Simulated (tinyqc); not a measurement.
## Ten-year voltage from two stress tests

Inverse problem. Lifetimes follow tau = t0 exp(B/Vd). Ten years are 3.15576e8 s. Find B, t0 and the drain voltage for ten years.

lifetimes at Vd = 4 and 4.5 V (s): [9.6e5, 1.19533893e5]

Answer. ln(tau) is linear in 1/Vd.

B = 75.0 V
t0 = 0.00691 s
ten-year voltage = 3.06 V

Program tinyqc, `OMP_NUM_THREADS=1 python tinyqc.py 2550167 2550168 out.jsonl`; Intel Xeon 2.30GHz, shared host, one thread, about 0.01 s.
